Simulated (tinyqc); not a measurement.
Raman shift of the zone-centre optical phonon of a diamond-structure crystal under stress: one step, computed by the program tinyqc.

Axes x, y, z are the cube axes. Strain shifts the threefold optical mode and can split it; p, q and r are the phonon deformation potentials.

Question. Secular matrix and shifts. Secular matrix: M_xx = p eps_xx + q (eps_yy + eps_zz), M_xy = 2 r eps_xy; its eigenvalues are omega^2 - omega_0^2, and the shifts are these over 2 omega_0.

Inputs (values chosen for the exercise, modelled on germanium):
```
quantity                      value  unit
unstrained frequency omega_0  300.9  1/cm
p/omega_0^2                    -1.5     -
q/omega_0^2                   -1.97     -
r/omega_0^2                   -1.16     -
```

Stress state: biaxial. Axis: [110].

strain (per mille):
```
           x          y          z
x  -1.094944   4.541326   0.000000
y   4.541326  -1.094944   0.000000
z   0.000000   0.000000  -8.574375
```

Give: M/(2 omega_0); shifts, in rising order.

Answer.

M/(2 omega_0) (1/cm):
```
        x       y      z
x   3.113  -1.585  0.000
y  -1.585   3.113  0.000
z   0.000   0.000  2.584
```

shifts, in rising order (1/cm): 1.528  2.584  4.698
